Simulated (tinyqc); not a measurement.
Self-heating of a transistor with one or more fingers, with temperature-dependent conductivity: one step, computed by the program tinyqc. Command: `OMP_NUM_THREADS=1 python tinyqc.py 3006229 3006230 out.jsonl selfheat walk`. One thread of a shared host (Intel(R) Xeon(R) Processor @ 2.30GHz), about 0.05 s of CPU time with the checks.

N long parallel fingers lie on the top face of a slab whose bottom is held at T_0; the top is otherwise insulated, and heat flows in two dimensions. P in W/mm is 1000 P in W/m.

Problem. Extra rise from ballistic phonons. Near a source smaller than the free path, Fourier's law overstates the flow. Rough estimate: a strip that emits phonons into a half space adds a resistance times area of 4 Lambda/(3 kappa_0), from the ballistic flux C v Delta T/4 with kappa_0 = C v Lambda/3, so Delta T_b = 4 Lambda P/(3 kappa_0 w); Knudsen number Lambda/w.

Inputs (values chosen for the exercise, modelled on gallium nitride):
```
quantity                                      value        unit
conductivity at the base temperature kappa_0    192     W/(m K)
power per gate width P                          4.4        W/mm
width of the heat source w                     0.12  micrometre
phonon free path Lambda                         130          nm
```

Power: power rises with temperature.

largest theta = 85.93528 K

Give: Knudsen number; ballistic rise Delta T_b; Delta T_b / largest theta.

Solution.

Knudsen number = 1.0833

ballistic rise Delta T_b = 33.102 K

Delta T_b / largest theta = 0.38520

The ballistic term is a large share: this rough estimate calls for a transport calculation. Caution: the source is narrower than two phonon free paths, so the Fourier result understates the rise at the source.
